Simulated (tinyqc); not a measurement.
Composition and strain of an epitaxial Si(1-x)Ge(x) layer from Raman and X-ray peaks: one step, computed by the program tinyqc.

A (001) layer, biaxially strained in the plane. The Raman peaks follow empirical lines omega = w0 + c1 x + c3 x^3 + b eps (c3 for Si-Ge alone), with eps the in-plane strain.

Question. Raman peaks. Insert x and eps in the three lines; the strain part is b eps.

Inputs (values chosen for the exercise, modelled on silicon-germanium):
```
quantity                     value  unit
Ge fraction x                  0.8     -
Si-Si: w0                    520.8  1/cm
Si-Si: c1                      -67  1/cm
Si-Si: strain coefficient b   -757  1/cm
Si-Ge: w0                    400.4  1/cm
Si-Ge: c1                     24.4  1/cm
Si-Ge: c3                    -34.7  1/cm
Si-Ge: strain coefficient b   -554  1/cm
Ge-Ge: w0                    280.2  1/cm
Ge-Ge: c1                       20  1/cm
Ge-Ge: strain coefficient b   -455  1/cm
```

Substrate: relaxed alloy buffer.

in-plane strain eps = -9.276825 per mille

Give: Si-Si peak; Si-Ge peak; Ge-Ge peak; strain parts.

Answer.

Si-Si peak = 474.2 1/cm

Si-Ge peak = 407.3 1/cm

Ge-Ge peak = 300.4 1/cm

strain parts (1/cm): Si-Si 7.023, Si-Ge 5.139, Ge-Ge 4.221

Read as unstrained, the Si-Si peak would give x = 0.695 in place of 0.8.
